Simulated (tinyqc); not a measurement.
Heisenberg spin cluster by exact diagonalisation: multiplets, susceptibility, level crossings: one step, computed by the program tinyqc.

H = J1 sum S_i.S_j over the bonds 1-2, 3-4 + J2 sum over 2-3 - g mu_B B S_z; J > 0 is antiferromagnetic.

Question. Multiplets. Every multiplet has one member in the block S_z = 0; diagonalise it and read the total spin from <S^2> = S (S + 1).

Inputs (values chosen for the exercise, for a model cluster): exchange J1 = 1.14 meV; exchange J2 = 0.83 meV.

Cluster: chain of four, J1 outer bonds and J2 in the middle. Spin s of each site: 0.5.

Give: Levels at B = 0; ground energy; gap to the next level.

Answer.

Levels at B = 0:
```
E (meV)  total S  number of multiplets
-1.777         0                     1
-0.913         1                     1
-0.362         1                     1
0.222          0                     1
0.498          1                     1
0.777          2                     1
```

ground energy = -1.777 meV

gap to the next level = 0.8643 meV

The ground state has S = 0; the next level has S = 1. The highest spin, S = 2, lies at 0.7775 meV, s^2 times the sum of all J, s the spin of a site.
